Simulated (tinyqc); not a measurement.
Thermodynamics of metal silicides: hull, first phase, silicon consumed, nucleation and stability against SiO2. Changing the silicon available t_Si. Computed by tinyqc, a small Python program. Command: `OMP_NUM_THREADS=1 python tinyqc.py 3010998 3010999 out.jsonl silphase sweep`. One thread of a shared host (Intel(R) Xeon(R) Processor @ 2.30GHz), about 0.01 s of CPU time with the checks.

Entropies of formation of the solids are neglected, so heats stand for free energies. Si fractions: M2Si 0.3333, MSi 0.5000, MSi2 0.6667.

Inputs (values chosen for the exercise, of the order of those of nickel silicides for heats and volumes only):
```
quantity                   value          unit
heat of formation of M2Si  -47.8  kJ/mol atoms
heat of formation of MSi   -43.3  kJ/mol atoms
heat of formation of MSi2  -31.5  kJ/mol atoms
molar volume of M           6.59      cm^3/mol
molar volume of Si         12.06      cm^3/mol
metal thickness t             20            nm
```

Phases: M2Si, MSi, MSi2.

Method. A phase is stable if it lies below every straight line between a phase on its left and one on its right (M and Si at zero). Distance = its heat less the lowest such line, negative for a stable phase. Overall Si fraction x0 = (t_Si/V_Si)/(t_Si/V_Si + t/V_M). In equilibrium the two stable phases that bracket x0 share the atoms by the lever rule.

One run for each value:
```
silicon available t_Si (nm)  overall Si fraction x0  share of atoms in the Si-richer phase
6.0                                          0.1408                                 0.4225
16.5                                         0.3107                                 0.9322
27.0                                         0.4245                                 0.5471
37.5                                         0.5061                                 0.0364
48.0                                         0.5674                                 0.4042
58.5                                         0.6151                                 0.6908
69.0                                         0.6534                                 0.9204
79.5                                         0.6847                                 0.0542
90.0                                         0.7109                                 0.1327
```

Over the rows, overall Si fraction x0 rises from 0.141 to 0.711 (exponent d ln y / d ln x 0.78 between the first rows and 0.30 between the last); share of atoms in the Si-richer phase lies between 0.0364 and 0.932 without a single trend. The share restarts from zero each time x0 passes the composition of a stable phase.

Extremes, crossings and ranges named in words are read from the listed rows.
